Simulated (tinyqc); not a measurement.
Changing the height a: ballistic transport through the one-dimensional subbands of a rectangular nanowire or nanosheet channel. Computed by tinyqc, a small Python program. Command: `OMP_NUM_THREADS=1 python tinyqc.py 3010503 3010504 out.jsonl wire sweep`. One thread of a shared host (Intel(R) Xeon(R) Processor @ 2.30GHz), about 0.05 s of CPU time with the checks.

Hard walls, parabolic subbands, transport along x. Energies are counted from the bulk conduction band edge at the top of the barrier, which the gate pulls down by U; the source Fermi level lies at the bulk edge when U = 0.

Inputs (values chosen for the exercise, modelled on silicon):

| quantity | value | unit |
|---|---|---|
| light mass m_t | 0.19 | m_0 |
| heavy mass m_l | 0.928 | m_0 |
| width b | 6.5 | nm |
| equivalent oxide thickness t | 1.6 | nm |
| gate voltage above flat band V_G | 0.36 | V |
| drain voltage V_D | 0.44 | V |
| temperature T | 300 | K |
| mean free path for back-scattering lambda | 160 | nm |
| channel length L | 18 | nm |

Valleys: silicon [100] wire.

Constants: hbar^2/(2 m_0) = 3.80998212 eV angstrom^2; k_B = 8.617333262e-05 eV/K; m_0 = 9.1093837015e-31 kg; k_B = 1.380649e-23 J/K; hbar = 1.054571817e-34 J s; eps_0 = 8.8541878128e-12 F/m; e = 1.602176634e-19 C; h = 6.62607015e-34 J s.

Method:
- E_pq = (hbar^2 pi^2/2)(p^2/(m_y b^2) + q^2/(m_z a^2)); valley pairs: (m_x, m_y, m_z) = (m_t, m_t, m_l), (m_t, m_l, m_t), (m_l, m_t, m_t), each with degeneracy g = 2; the 10 lowest subbands are kept.
- F_j(eta) = (1/Gamma(j + 1)) int_0^infinity x^j/(1 + exp(x - eta)) dx, F_0 = ln(1 + exp(eta)). Integrals over x = E/(k_B T) use 160 Gauss-Legendre points in u = sqrt(x) from 0 to sqrt(max(eta, 0) + 32).
- With degeneracy g = 2, eta_i = (U - E_i)/(k_B T) and u = e V_D/(k_B T): line density n = sum_i g sqrt(2 m_x k_B T/pi)/(2 hbar) [F_-1/2(eta_i) + F_-1/2(eta_i - u)]; gate: e n = C_ox (V_G - U/e), C_ox = 3.9 eps_0 2 (a + b)/t (flat-plate estimate); I = (2 e k_B T/h) sum_i g [F_0(eta_i) - F_0(eta_i - u)].
- Linear conductance G = (2 e^2/h) sum_i g f(eta_i), g = 2, f = 1/(1 + exp(-eta_i)), with the barrier frozen at the eta_i above; current per perimeter I/(2(a + b)); with scattering, transmission lambda/(lambda + L) and low-bias resistance (1 + L/lambda)/G.

One run for each value:

| height a (nm) | current per perimeter (microampere/micrometre) | ballistic current I (microampere) | line density n (1/nm) | mean velocity I/(e n) (1e7 cm/s) | open modes sum g f |
|---|---|---|---|---|---|
| 2.5 | 728.28 | 13.109 | 0.4069 | 2.0108 | 2.1358 |
| 3.0 | 764.93 | 14.534 | 0.4757 | 1.9068 | 2.6929 |
| 3.5 | 751.53 | 15.031 | 0.5655 | 1.6589 | 3.5992 |
| 4.2 | 742.19 | 15.883 | 0.6826 | 1.4523 | 4.6224 |
| 5.0 | 750.55 | 17.263 | 0.7937 | 1.3574 | 5.4174 |
| 6.0 | 768.21 | 19.205 | 0.9102 | 1.3169 | 6.1417 |
| 7.1 | 785.94 | 21.378 | 1.0228 | 1.3046 | 6.8298 |
| 8.5 | 803.39 | 24.102 | 1.1559 | 1.3015 | 7.7499 |

Over the rows, current per perimeter (microampere/micrometre) lies between 728 and 803 without a single trend; ballistic current I (microampere) rises from 13.1 to 24.1 (exponent d ln y / d ln x 0.57 between the first rows and 0.67 between the last); line density n (1/nm) rises from 0.407 to 1.16 (exponent d ln y / d ln x 0.86 between the first rows and 0.68 between the last). V_G is held fixed; thinning the wire lifts the subbands as 1/a^2, which acts as a threshold shift.

Caution (rows 8.50): the tenth subband is still occupied, so the truncation to ten understates charge and current.

Extremes, crossings and ranges named in words are read from the listed rows.
